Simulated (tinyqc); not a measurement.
## Gate voltage for a given inversion charge

Question. p-type body, charge-sheet picture, depletion and inversion only, full ionisation (an idealisation for deep acceptors), Boltzmann statistics (rough once Na exp(x - xn) passes about Nc/7). In units of Vt: xg = (Vg - Vfb)/Vt, x = psi/Vt, G = gamma/sqrt(Vt), xn = (2 phiF + Vc)/Vt. The implicit equation is (xg - x)^2 = G^2 [x - 1 + exp(x - xn)] for x above about 3. Cox = eps0 eox/tox. ni = sqrt(Nc Nv) exp(-Eg/(2 Vt)), Eg in volts; phiF = Vt ln(Na/ni); gamma = sqrt(2 q eps0 eps_r Na)/Cox. N_inv = (Cox Vt G/q) [sqrt(x - 1 + exp(x - xn)) - sqrt(x - 1)]. Find x - xn, psi and Vg.

Values chosen for this exercise; band and dielectric values close to those of silicon:
```
symbol,value,unit,meaning
T,400,K,temperature
Eg,1.11,eV,band gap
eps_r,11.9,,relative permittivity
Nc,4.25e19,cm^-3,conduction-band density of states at T
Nv,4.08e19,cm^-3,valence-band density of states at T
eox,9.06,,relative permittivity of the gate insulator (close to aluminium oxide)
tox,13,nm,insulator thickness
Na,1.9e18,cm^-3,acceptor density
Vfb,-0.35,V,flat-band voltage
Vc,0,V,channel-body voltage
```

Constants: q = 1.602176634e-19 C, kB = 1.380649e-23 J/K, Vt = kB T/q, eps0 = 8.8541878128e-14 F/cm where lengths are in cm. Results are converted to the units shown.

N_inv = 1.7e11 cm^-2

Answer. N_inv rises steadily with x, so it fixes x; the implicit equation then gives xg directly.

x - xn = 0.636
psi = 0.919 V
Vg = 1.83 V

tinyqc, about 0.01 s, one thread, Intel Xeon 2.30GHz (shared host): `OMP_NUM_THREADS=1 python tinyqc.py 2122031 2122032 out.jsonl`
